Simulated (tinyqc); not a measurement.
Fermi-level pinning at a metal contact (Cowley-Sze model): one step of the calculation.

Interface states of density Ds lie behind a thin layer of thickness dl. Neglecting the depletion charge, the barrier for electrons is phi = S (pM - chi) + (1 - S) E0 with S = 1/(1 + q Ds dl/(eps0 ei)); the barrier for holes is Eg - phi.

Question. Barrier. Also the charge in the states, Ds (phi - E0), and the drop across the layer, pM - chi - phi.

Parameters, values chosen for the exercise; material values close to those of 4H silicon carbide:
```
symbol,value,unit,meaning
Eg,3.32,eV,band gap
chi,3.62,eV,electron affinity
Ds,1.2e13,cm^-2 eV^-1,density of interface states
E0,1.42,eV,depth of their neutrality level below the conduction edge
dl,0.47,nm,thickness of the interface layer
ei,3.7,,its relative permittivity
pM,4.16,eV,metal work function
```

Constants: q = 1.602176634e-19 C, eps0 = 8.8541878128e-14 F/cm where lengths are in cm. Results are converted to the units shown.

Wanted: S; phi; barrier for holes; charge in the states; drop across the layer.

Answer.

S = 0.78380
phi = 0.73025 eV
barrier for holes = 2.5897 eV
charge in the states = -8.2770e12 cm^-2
drop across the layer = -0.19025 V

Program tinyqc, `OMP_NUM_THREADS=1 python tinyqc.py 2430120 2430121 out.jsonl`; Intel Xeon 2.30GHz, shared host, one thread, about 0.01 s.
